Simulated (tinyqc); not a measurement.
What moves the coefficients: Boltzmann transport in a parabolic band with a power-law relaxation time.

F_j(eta) = (1/Gamma(j + 1)) integral_0^infinity x^j dx/(1 + exp(x - eta)), which tends to exp(eta) for eta << 0.

n = N F_1/2(eta) with N = 2 (m kB T/(4 pi c))^(3/2) with c = hbar^2/2m0, in 1/angstrom^3; times 1e24 for 1/cm^3, m = md.

tau = tau0 x^r with x = E/kT. With K_j = Gamma(j + 1) F_j(eta): <tau> = tau0 (r + 3/2) K_(r+1/2)/((3/2) K_(1/2)); mu = <tau>/(mc m0/e), m0/e = 5.685630e-12 kg/C; Hall factor rH = (3/2) K_(1/2) (2r + 3/2) K_(2r+1/2)/((r + 3/2) K_(r+1/2))^2; Seebeck S = -(kB/e) [(r + 5/2) K_(r+3/2)/((r + 3/2) K_(r+1/2)) - eta]; Lorenz number L = (kB/e)^2 [(r + 7/2) K_(r+5/2)/((r + 3/2) K_(r+1/2)) - ((r + 5/2) K_(r+3/2)/((r + 3/2) K_(r+1/2)))^2]; kB/e in V/K. Valley anisotropy is left out of rH.

Constants: hbar^2/2m0 = 3.80998211 eV angstrom^2; kB = 8.617333262e-05 eV/K.

Values chosen for the exercise (masses near those of GaAs; tau0 is set for a mobility of the usual size at this n, kL is a free input; freeze-out and phonon drag, which matter near 77 K, are left out; the results hold for these values, not for the real material): md = 0.067 m0 (density-of-states mass); mc = 0.0667 m0 (conductivity mass); tau0 = 33 fs (tau at E = kT); r = 1.5 (exponent of tau); T = 400 K; kL = 45 W/(m K) (lattice thermal conductivity); n = 8e+16 1/cm^3 (electron density).

sigma = e n mu with e = 1.602176634e-19 C; ZT = S^2 sigma T/(kL + L sigma T). Each row changes one parameter from the base and keeps the others.

Results:
```
case,mu (cm^2/(V s)),sigma (S/cm),S (microvolt/K),ZT
base,4035,51.72,-526.8,0.0127
md = 0.087 m0,4000,51.27,-560.9,0.0143
mc = 0.0867 m0,3104,39.79,-526.8,0.00981
n = 1.6e+17 1/cm^3,4143,106.2,-466.1,0.0205
tau0 = 49.5 fs,6053,77.58,-526.8,0.0191
kL = 22.5 W/(m K),4035,51.72,-526.8,0.0254
T = 450 K,4018,51.50,-542.2,0.0151
```

The largest shifts from the base row, up to three for each result and ties (the steps differ in size, so this ranks the rows, not the parameters). mu (cm^2/(V s)): tau0 +2.02e+03, mc -931, n +108; unchanged at the printed digits by kL. sigma (S/cm): n +54.5, tau0 +25.9, mc -11.9; unchanged at the printed digits by kL. S (microvolt/K): n +60.7, md -34.1, T -15.4; unchanged at the printed digits by mc, tau0 and kL. ZT: kL +0.0127, n +0.00771, tau0 +0.00636. The row for T keeps tau0 fixed; for phonon scattering tau0 itself falls as T rises.

Run: tinyqc, `OMP_NUM_THREADS=1 python tinyqc.py 1650271 1650272 out.jsonl`; Intel(R) Xeon(R) Processor @ 2.30GHz, one thread, shared host; about 0.01 s of CPU time with all checks.
